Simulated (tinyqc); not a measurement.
Interdiffusion in a binary couple: Darken equations, Kirkendall shift and Boltzmann-Matano analysis. Inputs raised by 2 %, one at a time. Computed by tinyqc, a small Python program. Command: `OMP_NUM_THREADS=1 python tinyqc.py 3010715 3010716 out.jsonl darken sens`. One thread of a shared host (Intel(R) Xeon(R) Processor @ 2.30GHz), about 0.1 s of CPU time with the checks.

x is the mole fraction of B; the molar volume is constant, and the two halves are long enough to count as infinite.

Inputs (values chosen for the exercise, for a model alloy A-B):
```
quantity                            value   unit
tracer diffusivity D*_A(0)        2.4e-15  m^2/s
tracer diffusivity D*_B(0)        1.1e-15  m^2/s
slope k of ln D* with x              -1.9      -
regular-solution parameter W       -0.044     eV
temperature T                        1180      K
left composition x_L                 0.12      -
right composition x_R                0.54      -
time t                             420000      s
composition x for the local step     0.31      -
```

Vacancy-wind correction: none.

Constants: k_B = 8.617333262e-05 eV/K.

Method:
- D*_i(x) = D*_i(0) exp(k x); thermodynamic factor Phi = 1 - 2 W x (1 - x)/(k_B T); intrinsic D_i = D*_i Phi; interdiffusion D~ = x D_A + (1 - x) D_B.
- With lambda = z/sqrt(t), the profile solves d/dlambda (D~ dx/dlambda) + (lambda/2) dx/dlambda = 0 with x = x_L and x_R far to the left and right; z = 0 is the original interface. It is solved as a boundary-value problem in y = lambda/sqrt(D~ at the mean composition) on -12 < y < 12 (collocation, tolerance 1e-8).
- Read from the profile: the position z(x), the area -int_(x_L)^x z dx and the slope.
- Lattice planes move with v = (D_B - D_A) dx/dz; markers from the original interface stay at one composition, where z_K = 2 t v.

Runs; columns: (1) input moved; (2) from; (3) to; (4) marker position z_K (um); (5) interdiffusion coefficient D~ at the local x (m^2/s); (6) slope dx/dz at the local x (1/um); (7) composition at the markers:
```
(1)                                     (2)        (3)      (4)         (5)        (6)      (7)
base run                                  -          -  -4.1225  9.8837e-16  0.0057304  0.30006
tracer diffusivity D*_A(0) (m^2/s)  2.4e-15  2.448e-15  -4.2543  9.9816e-16  0.0057021  0.29960
tracer diffusivity D*_B(0) (m^2/s)  1.1e-15  1.122e-15  -4.0319  9.9835e-16  0.0057019  0.30051
slope k of ln D* with x                -1.9     -1.938  -4.0984  9.7680e-16  0.0057638  0.29976
regular-solution parameter W (eV)    -0.044   -0.04488  -4.1287  9.9146e-16  0.0057212  0.30009
time t (s)                           420000     428400  -4.1636  9.8837e-16  0.0056740  0.30006
```

Exponents ln(y'/y) / ln(x'/x); columns: (1) input; (2) marker position z_K; (3) interdiffusion coefficient D~ at the local x; (4) slope dx/dz at the local x; (5) composition at the markers:
```
(1)                              (2)     (3)     (4)     (5)
tracer diffusivity D*_A(0)     1.589   0.497  -0.250  -0.076
tracer diffusivity D*_B(0)    -1.122   0.507  -0.252   0.076
slope k of ln D* with x       -0.296  -0.595   0.293  -0.049
regular-solution parameter W   0.076   0.158  -0.081   0.006
time t                         0.500   0.000  -0.500   0.000
```

Among the inputs moved here: marker position z_K answers most in size to tracer diffusivity D*_A(0) (exponent +1.589), next to tracer diffusivity D*_B(0) (-1.122). Its exponent +0.500 in time t: markers move as sqrt(t). Interdiffusion coefficient D~ at the local x answers most in size to slope k of ln D* with x (exponent -0.595), next to tracer diffusivity D*_B(0) (+0.507); its exponent is below 0.0005 for time t. Slope dx/dz at the local x answers most in size to time t (exponent -0.500), next to slope k of ln D* with x (+0.293). Its exponent -0.500 in time t: the profile is a function of z/sqrt(t). Composition at the markers answers most in size to tracer diffusivity D*_A(0) (exponent -0.076), and about equally to tracer diffusivity D*_B(0) (+0.076); its exponent is below 0.0005 for time t. Its exponent 0.000 in time t: the marker composition is fixed.
